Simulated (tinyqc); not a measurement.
Comparisons within one model: nanosheet or nanowire with hard walls, valleys of the Si type. A value that a table varies takes the place of the one given here.

Six ellipsoidal valleys along the cube axes: inverse mass tensor w = 1/mt + (1/ml - 1/mt) a a^T with a the unit axis. Device axes: x along the channel, z = [001], y = z x x.

Hard walls around a W x H rectangle. The block w_c of w in (y, z) confines; the transport mass follows from 1/m_x = w_xx - w_xc w_c^-1 w_cx. The cross-section problem c (w_yy ky^2 + 2 w_yz ky kz + w_zz kz^2), c = hbar^2/2m0, is solved in products sin(n pi y/W) sin(l pi z/H), n, l = 1 to 12; if w_yz = 0 the levels are c pi^2 (w_yy n^2/W^2 + w_zz l^2/H^2). The w_yz term couples (n, l) to (n', l') by -2 c w_yz D_nn'(W) D_ll'(H) with D_nm(L) = 4 n m/(L (n^2 - m^2)) for n + m odd and 0 otherwise.

Without degeneracy the line density is N1 exp((EF - Ec)/kB T) with N1 = sum 2 g sqrt(m_x kB T/(4 pi c)) exp(-E/kB T), here over n, l up to 80 where w_yz = 0 and over all levels of a 12 x 12 sine basis otherwise; the classical value is W H Nc with Nc = 2 g_all (m_dos kB T/(4 pi c))^(3/2), m_dos = (ml mt^2)^(1/3); dVt = kB T ln(W H Nc/N1).

Constants: hbar^2/2m0 = 3.80998211 eV angstrom^2; kB = 8.617333262e-05 eV/K.

Inputs chosen for the exercise (near those of Si; shifted at random, so the results belong to these values and not to a real crystal):
- ml = 0.918 m0 (longitudinal mass)
- mt = 0.19 m0 (transverse mass)
- T = 350 K (temperature)
- g_all = 6 (number of valleys)
- channel = 100 (transport direction x on a (001) wafer)
- H = 48 angstrom (height, along z = [001])
- Ws = (25, 35, 50, 75, 110, 170, 260) angstrom (widths)
- W = 120 angstrom (width, along y)

## From wire to sheet

Valleys:
```
group,valleys g,w_yy,w_zz,|w_yz|,m_x (m0)
A,2,5.26316,1.08932,0.00000,0.19000
B,2,1.08932,5.26316,0.00000,0.19000
C,2,5.26316,5.26316,0.00000,0.91800
```

Lowest level of each group (groups ordered by w_zz, then w_yy) and dVt against the width.

Results:
```
W (angstrom),A1 (eV),B1 (eV),C1 (eV),dVt (mV)
25,0.3344,0.1514,0.4026,149.7
35,0.1793,0.1193,0.2475,121.6
50,0.0969,0.1023,0.1651,89.5
75,0.0530,0.0932,0.1211,65.3
110,0.0341,0.0893,0.1023,54.9
170,0.0246,0.0873,0.0927,48.9
260,0.0207,0.0865,0.0888,45.7
```

What does this show?

dVt falls from 150 to 46 mV. The lowest group changes from B to A between W = 35 and 50 angstrom (H = 48). At the widest W the lowest level is 0.0207 eV; the film limit c pi^2 w_zz/H^2 of that group is 0.0178 eV.

## Channel direction

The same rectangle along [100] and [110]; groups ordered by w_zz, then w_yy.

Lowest level of each group:
```
"channel, group",valleys g,w_yy,w_zz,|w_yz|,m_x (m0),E (eV)
[100] A,2,5.263,1.089,0.000,0.190,0.0315
[100] B,2,1.089,5.263,0.000,0.190,0.0887
[100] C,2,5.263,5.263,0.000,0.918,0.0996
[110] A,2,5.263,1.089,0.000,0.190,0.0315
[110] B,4,3.176,5.263,0.000,0.554,0.0942
```

What does this show, and why?

The lowest subband has m_x = 0.190 m0 and 2 valleys along [100], and 0.190 m0 and 2 valleys along [110]; its edge lies at 0.0315 and 0.0315 eV. These valleys have their axis along z, so turning the channel in the wafer plane leaves them alone; only the higher groups change.

## What each parameter does

E1 and E2 are the two lowest subband edges over all groups. Each row changes one parameter from the base and keeps the others.

Results:
```
case,E1 (eV),E2 - E1 (meV),m_x of lowest (m0),dVt (mV)
base,0.0315,41.2,0.190,53.4
W = 110 angstrom,0.0341,49.1,0.190,54.9
H = 56 angstrom,0.0268,39.1,0.190,44.7
T = 320 K,0.0315,41.2,0.190,52.0
ml = 1.01 m0,0.0299,41.2,0.190,52.6
mt = 0.209 m0,0.0303,37.5,0.209,50.6
```

What can be read from the table?

The largest shifts from the base row, up to three for each result and ties (the steps differ in size, so this ranks the rows, not the parameters). E1 (eV): H -0.0047, W +0.0026, ml -0.0016; unchanged at the printed digits by T. E2 - E1 (meV): W +7.8, mt -3.7, H -2.1; unchanged at the printed digits by T and ml. m_x of lowest (m0): mt +0.019; unchanged at the printed digits by W, H, T and ml. dVt (mV): H -8.7, mt -2.8, W +1.5.

Computed by tinyqc, a small Python program: `OMP_NUM_THREADS=1 python tinyqc.py 1251799 1251800 out.jsonl` (the numbers bound the seed that draws the inputs); one thread of a shared host (Intel(R) Xeon(R) Processor @ 2.30GHz), about 0.02 s for the whole set of steps.
